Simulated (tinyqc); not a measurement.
Changing the bond bending beta: Keating valence-force model of a tetrahedral crystal. Computed by tinyqc, a small Python program. Command: `OMP_NUM_THREADS=1 python tinyqc.py 3021299 3021300 out.jsonl keating sweep`. One thread of a shared host (Intel(R) Xeon(R) Processor @ 2.30GHz), about 0.03 s of CPU time with the checks.

Atom A sits at 0 and atom B at a/4 (1,1,1) of an fcc lattice; the four bonds from A are t = a/4 (1,1,1), a/4 (1,-1,-1), a/4 (-1,1,-1), a/4 (-1,-1,1), of length d = sqrt(3) a/4. Energy: E = (3 alpha/(8 d^2)) sum over bonds (r.r - d^2)^2 + (3 beta/(8 d^2)) sum over pairs of bonds at one atom (r_i.r_j + d^2/3)^2; both atoms have the mass M. The cell holds two atoms, Omega = a^3/4. 1 N/m = 1 J/m^2. With constants fitted to the elastic moduli this model puts optical and zone-boundary frequencies of real crystals too high, by up to about 20 % in elemental crystals and up to about 50 % in compounds, and mostly by more for TA modes; in compounds the lattice part of the static dielectric constant then comes out too low.

Inputs (values chosen for the exercise, modelled on silicon): lattice constant a = 5.431 angstrom; atomic mass M = 28.086 u; bond stretching alpha = 48.6 N/m.

Structure: diamond.

Constants: nu for 1 eV/(angstrom^2 u) = 15.6333042 THz; 1 eV/angstrom^2 = 16.02176634 J/m^2; 1 THz = 33.35640952 1/cm.

Method:
- C11 = (alpha + 3 beta)/a, C12 = (alpha - beta)/a, C44 = 4 alpha beta/(a (alpha + beta)); with the two sublattices clamped C44(0) = (alpha + beta)/a; internal-strain parameter zeta = (alpha - beta)/(alpha + beta); B = (C11 + 2 C12)/3.
- mu = M/2; lambda = 4 (alpha + beta)/mu with the springs in eV/angstrom^2; nu = 15.6333042 THz x sqrt(lambda).
- With displacements u exp(i q.r), each bracket changes by g.u, where g = (g_A, g_B): bond t, g = (-2 t, 2 t exp(i q.t)); pair (i, j) at A, g = (-(t_i + t_j), t_i exp(i q.t_j) + t_j exp(i q.t_i)); pair at B, g = (-t_i exp(-i q.t_j) - t_j exp(-i q.t_i), t_i + t_j). Then D_mn = sum over the 4 bonds and 12 pairs of (4 k/a^2) conj(g_m) g_n / sqrt(M_m M_n), with k = alpha or beta converted to eV/angstrom^2.
- An eigenvalue lambda of D in eV/(angstrom^2 u) gives nu = 15.6333042 THz x sqrt(lambda).
- Take the lowest frequency at X = (1, 0, 0) 2 pi/a, the transverse acoustic (TA) mode.

One run for each value; columns: (1) bond bending beta (N/m); (2) C44 (GPa); (3) internal-strain parameter zeta; (4) TA frequency at X (THz); (5) C11 (GPa); (6) C12 (GPa); (7) Raman frequency (THz):
```
(1)     (2)     (3)    (4)    (5)    (6)    (7)
1.5    10.7  0.9401   2.55   97.8  86.72  14.75
2.4    16.8  0.9059   3.23  102.7  85.07  14.89
3.9    26.6  0.8514   4.12  111.0  82.31  15.10
6.3    41.1  0.7705   5.23  124.3  77.89  15.44
10.0   61.1  0.6587   6.59  144.7  71.07  15.96
17.0   92.8  0.4817   8.59  183.4  58.18  16.88
27.0  127.8  0.2857  10.83  238.6  39.77  18.12
44.0  170.1  0.0497  13.83  332.5   8.47  20.06
```

Over the rows, C44 (GPa) rises from 10.7 to 170 (exponent d ln y / d ln x 0.96 between the first rows and 0.58 between the last); internal-strain parameter zeta falls from 0.940 to 0.0497 (exponent d ln y / d ln x -0.079 between the first rows and -3.6 between the last); TA frequency at X (THz) rises from 2.55 to 13.8 (exponent d ln y / d ln x about 0.50 throughout). At the low end the exponent of C44 is 0.96, close to 1: for beta much below alpha the relaxed C44 tends to 4 beta/a. The exponent of TA frequency at X stays at 0.50: this mode mostly bends angles, so nu goes as sqrt(beta). The clamped-to-relaxed loss zeta^2 shrinks from 88 % to 0 %. Without bond bending C44, C11 - C12 and the TA frequency at X would all vanish: the tetrahedral net is held against shear by its angles.

Extremes, crossings and ranges named in words are read from the listed rows.
